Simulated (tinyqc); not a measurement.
# From phi_CV - phi_IV back to standard deviation sigma

Model: current of a Schottky diode by thermionic-emission-diffusion theory, and its read-back from I-V-T and C-V data. Computed by tinyqc, a small Python program. Command: `OMP_NUM_THREADS=1 python tinyqc.py 3001751 3001752 out.jsonl schottky inv`. One thread of a shared host (Intel(R) Xeon(R) Processor @ 2.30GHz), about 0.01 s of CPU time with the checks.

Full ionisation, no tunnelling, no recombination current. V is the voltage across the junction itself, forward positive.

Inputs (values chosen for the exercise, modelled on n-type GaN):

| quantity | value | unit |
|---|---|---|
| Richardson constant A* | 26.2 | A/(cm^2 K^2) |
| effective density of states at 300 K, N_c | 2.2e+18 | 1/cm^3 |
| permittivity eps | 9.7 | - |
| mobility mu | 900 | cm^2/(V s) |
| barrier without image force phi_0 (mean) | 1.07 | eV |
| doping N | 3.4e+15 | 1/cm^3 |
| junction voltage V | 0.27 | V |
| temperature T | 350 | K |
| relative change of sigma^2 with bias, rho | 0.75 | 1/V |

Barrier: Gaussian spread of heights.

Constants: k_B = 8.617333262e-05 eV/K; e = 1.602176634e-19 C; eps_0 = 8.8541878128e-12 F/m.

Method:
- N_c(T) = N_c (T/300 K)^(3/2); V_bi = phi_0 - (k_B T/e) ln(N_c(T)/N); surface field F = sqrt(2 e N (V_bi - V - k_B T/e)/(eps eps_0)); image lowering d_phi = sqrt(e F/(4 pi eps eps_0)); effective barrier phi = phi_0 - d_phi - sigma^2 (1 - rho V)/(2 k_B T).
- Collection velocity v_R = A* T^2/(e N_c(T)); diffusion velocity v_D = mu F; J = e N_c(T) v_R/(1 + v_R/v_D) exp(-phi/k_B T) [exp(e V/k_B T) - 1].
- Ideality n = (e/k_B T)/(d ln J/dV) by a central difference of +/- 1 mV; J_0 = J exp(-e V/(n k_B T)); apparent barrier phi_IV = k_B T ln(A* T^2/J_0); a C-V plot gives phi_CV = phi_0, the mean without lowering.

Question. A run gave the result below. Find the standard deviation sigma, known to lie between 53 and 93 meV.

phi_CV - phi_IV = 122.8666 meV

Answer.

Each step takes the trial c = (a f_b - b f_a)/(f_b - f_a), f being the result less the target and a, b, c the logarithms of the listed values; c replaces end b, the old b replaces a if the sign of f changed, and otherwise f_a is halved.

Scan of the range:

| standard deviation sigma (meV) | phi_CV - phi_IV (meV) |
|---|---|
| 53.0 | 62.618 |
| 58.2 | 72.204 |
| 63.9 | 83.742 |
| 70.2 | 97.747 |
| 77.1 | 114.597 |
| 84.7 | 134.982 |
| 93.0 | 159.433 |

False position (Illinois rule, in the logarithm of the input) inside the bracket:

| step | end a | end b | trial | phi_CV - phi_IV (meV) |
|---|---|---|---|---|
| 1 | 77.1000 | 84.7000 | 80.0973 | 122.408 |
| 2 | 84.7000 | 80.0973 | 80.2609 | 122.842 |
| 3 | 84.7000 | 80.2609 | 80.2781 | 122.888 |
| 4 | 80.2609 | 80.2781 | 80.2700 | 122.867 |
| 5 | 80.2781 | 80.2700 | 80.2700 | 122.867 |

phi_CV - phi_IV rises at every point of a 13-point scan of the range (every second point is shown), so one value fits; it is bracketed by 77.1 and 84.7. Answer: standard deviation sigma = 80.27 meV.
